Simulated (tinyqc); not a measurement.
Resistance of a tapered via with liner, size effect and interface: one step of the calculation.

A round via whose diameter grows from db at the bottom as D(z) = db + 2 z/tan(ang). The fill, of diameter D - 2 tl, starts above the bottom liner (thickness fb tl) and has rho = rho0 (1 + ks lam/(D - 2 tl)); the sidewall liner conducts in parallel with it. The bottom liner and the interface are crossed over the full area pi db^2/4. Spreading in the lines above and below is left out.

Task. Total resistance. R_fill = sum of the slices; R_bottom = rl fb tl/(pi db^2/4); R_interface = ri/(pi db^2/4); ballistic (Sharvin) limit 1/(Sb pi (db - 2 tl)^2/4); ideal cylinder rho0 hv/(pi db^2/4).

Values chosen for this exercise; fill metal close to molybdenum:
```
symbol,value,unit,meaning
db,14,nm,diameter at the bottom
hv,25,nm,height
rho0,5.27,uohm cm,bulk resistivity of the fill
tl,0.3,nm,liner on the sidewall
fb,1,,liner at the bottom over that on the sidewall
rl,230,uohm cm,resistivity of the liner
ri,3.5e-12,ohm cm^2,interface resistivity at the bottom
Sb,1.3e15,S/m^2,"ballistic conductance per area, about 3/(4 rho0 lam)"
```

slice resistance, slice 0 to 7 (ohm): 2.4677145  2.3707692  2.2791857  2.1925868  2.1106274  2.0329912  1.9593877  1.8895500

Wanted: parts; R; shares; ballistic limit; ideal cylinder.

Result.

parts (ohm): fill 17.303, bottom liner 4.4823, interface 2.2736
R = 24.059 ohm
shares (%): fill 71.919, bottom liner 18.631, interface 9.450
ballistic limit = 5.4545 ohm
ideal cylinder = 8.5586 ohm

The fill is the largest part, and R is 2.81 times the ideal cylinder. With 2000 slices R = 24.060 ohm.

Program tinyqc, `OMP_NUM_THREADS=1 python tinyqc.py 2750004 2750005 out.jsonl`; Intel Xeon 2.30GHz, shared host, one thread, about 0.01 s.
